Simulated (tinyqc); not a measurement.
From velocity back to DMI constant D: domain walls in a thin film with perpendicular anisotropy: Bloch, Neel and chiral walls, motion and stripe domains. Computed by tinyqc, a small Python program. Command: `OMP_NUM_THREADS=1 python tinyqc.py 3016908 3016909 out.jsonl mwall inv`. One thread of a shared host (Intel(R) Xeon(R) Processor @ 2.30GHz), about 0.04 s of CPU time with the checks.

One-dimensional wall: polar angle theta(x), azimuth phi of the moment in the wall (phi = 0 Neel, 90 degrees Bloch). mu_0 = 1.25663706212e-6 T m/A, gamma = 1.76085963023e11 rad/(s T).

Inputs (values chosen for the exercise, for a model film):

| quantity | value | unit |
|---|---|---|
| saturation magnetisation M_s | 1300 | kA/m |
| exchange stiffness A | 21 | pJ/m |
| uniaxial anisotropy K_u | 1330 | kJ/m^3 |
| thickness t | 0.85 | nm |
| damping alpha | 0.14 | - |
| current density J | 1.8 | 1e12 A/m^2 |
| spin Hall angle theta_SH | 0.27 | - |

Drive: spin-orbit torque.

Constants: hbar = 1.054571817e-34 J s; e = 1.602176634e-19 C.

Method:
- K_eff = K_u - mu_0 M_s^2/2; Delta = sqrt(A/K_eff); sigma_0 = 4 sqrt(A K_eff); profile theta = 2 arctan exp(x/Delta); quality factor Q = 2 K_u/(mu_0 M_s^2).
- sigma(phi) = sigma_0 + 2 Delta K_D cos^2(phi) - pi D cos(phi), with the wall shape anisotropy K_D = N_x mu_0 M_s^2/2, N_x = t ln 2/(pi Delta). The minimum has cos(phi) = D/D_N for D < D_N = 4 Delta K_D/pi and phi = 0 beyond; sigma turns negative at D_c = (sigma_0 + 2 Delta K_D)/pi.
- Spin-orbit drive: B_SL = hbar theta_SH J/(2 e M_s t) acts as the field (pi/2) B_SL cos(phi). Steady state: v = (gamma Delta/alpha)(pi/2) B_SL cos(phi) = gamma Delta [B_D sin(phi) - (B_K/2) sin(2 phi)], B_K = 2 K_D/M_s, B_D = pi D/(2 M_s Delta); the root with phi between its rest value and 90 degrees; v saturates at v_D = gamma Delta B_D.

Task: A run gave the result below. Find the DMI constant D, known to lie between 0.028 and 0.081 mJ/m^2.

velocity = 9.641201 m/s

Result:

Each step takes the trial c = (a f_b - b f_a)/(f_b - f_a), f being the result less the target and a, b, c the logarithms of the listed values; c replaces end b, the old b replaces a if the sign of f changed, and otherwise f_a is halved.

Scan of the range:

| DMI constant D (mJ/m^2) | velocity (m/s) |
|---|---|
| 0.0280 | 5.8331 |
| 0.0334 | 6.9580 |
| 0.0399 | 8.3121 |
| 0.0476 | 9.9162 |
| 0.0568 | 11.8327 |
| 0.0679 | 14.1450 |
| 0.0810 | 16.8739 |

False position (Illinois rule, in the logarithm of the input) inside the bracket:

| step | end a | end b | trial | velocity (m/s) |
|---|---|---|---|---|
| 1 | 0.0399000 | 0.0476000 | 0.0461817 | 9.62072 |
| 2 | 0.0476000 | 0.0461817 | 0.0462786 | 9.64091 |
| 3 | 0.0476000 | 0.0462786 | 0.0462813 | 9.64148 |
| 4 | 0.0462786 | 0.0462813 | 0.0462800 | 9.64120 |

Velocity rises at every point of a 13-point scan of the range (every second point is shown), so one value fits; it is bracketed by 0.0399 and 0.0476. Answer: DMI constant D = 0.04628 mJ/m^2.

Caution: pinning, heating and tilting of the wall are left out.
